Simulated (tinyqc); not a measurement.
What each parameter does: strained quantum well: band edges, subbands and transparency.

Growth on (001), barriers unstrained: tr(e) = e (2 - nu2), Z = b e (1 + nu2); Ec = Ev + Eg + ac tr(e), E_HH = Ev + av tr(e) + Z, E_LH = Ev + av tr(e) - Z (coupling to the split-off band left out).

Masses along z: me, 1/(g1 - 2 g2) for HH, 1/(g1 + 2 g2) for LH, likewise in the barrier; in the plane me, 1/(g1 + g2) for HH and 1/(g1 - g2) for LH (no mixing, which understates the hole masses away from k = 0). Level n solves k L + 2 atan[(k/m)/(kappa/mb)] = n pi, k = sqrt(m E/c), kappa = sqrt(mb (V - E)/c), c = hbar^2/2m0.

Transparency (Bernard-Duraffourg): Fc - Fv equals the lowest transition energy with n = p, n = sum m/(2 pi c) kB T ln(1 + exp((Fc - E)/kB T)) and p likewise over the listed subbands; c = hbar^2/2m0, 1/angstrom^2 = 1e16/cm^2.

Constants: hbar^2/2m0 = 3.80998211 eV angstrom^2; kB = 8.617333262e-05 eV/K; hc = 1239.841984 eV nm.

Parameters, chosen for this exercise (near those of a GaAsP/AlGaAs well; shifted at random, so the results belong to these values and not to a real crystal): e = 0.0018 (strain in the plane); nu2 = 0.925 (2 C12/C11); Eg = 1.486 eV (unstrained gap of the well); Ev = -0.824 eV (its valence edge); ac = -7.22 eV; av = 1.19 eV (Ev moves by av tr(e)); b = -1.98 eV (shear potential); Egb = 1.922 eV (gap of the barrier); Evb = -1 eV (its valence edge); L = 72 angstrom (well width); me = 0.0702 m0 (electron mass); g1 = 6.83 (gamma1); g2 = 1.98 (gamma2); meb = 0.1 m0; g1b = 5.7; g2b = 1.6; T = 300 K (temperature).

Edge wavelength, hh1 - lh1 and n_tr.

One parameter was then changed.

Results before and after:
```
case     wavelength (nm)  hh1 - lh1 (meV)  n_tr (1e12/cm^2)
base               806.2              9.2             1.007
changed            801.1             23.7             0.920
```

Which of these changes was made? (a) Eg = 1.466 eV; (b) b = -2.28 eV; (c) ac = -6.5 eV; (d) e = -0.0002; (e) me = 0.0772 m0; (f) L = 64 angstrom; (g) g1 = 7.24; (h) T = 340 K.

Answer: (d) e = -0.0002. Of the candidates, run in turn, only this one gives the changed row.

All candidates:
```
case             wavelength (nm)  hh1 - lh1 (meV)  n_tr (1e12/cm^2)
base                       806.2              9.2             1.007
L = 64 angstrom            800.5             12.5             0.968
e = -0.0002                801.1             23.7             0.920
Eg = 1.466 eV              816.2              9.2             1.006
b = -2.28 eV               805.6              7.2             1.021
ac = -6.5 eV               805.5              9.2             1.007
me = 0.0772 m0             807.1              9.2             1.069
g1 = 7.24                  805.6              8.6             0.980
T = 340 K                  806.2              9.2             1.169
```

Computed by tinyqc, a small Python program: `OMP_NUM_THREADS=1 python tinyqc.py 1282523 1282524 out.jsonl` (the numbers bound the seed that draws the inputs); one thread of a shared host (Intel(R) Xeon(R) Processor @ 2.30GHz), about 0.02 s for the whole set of steps.
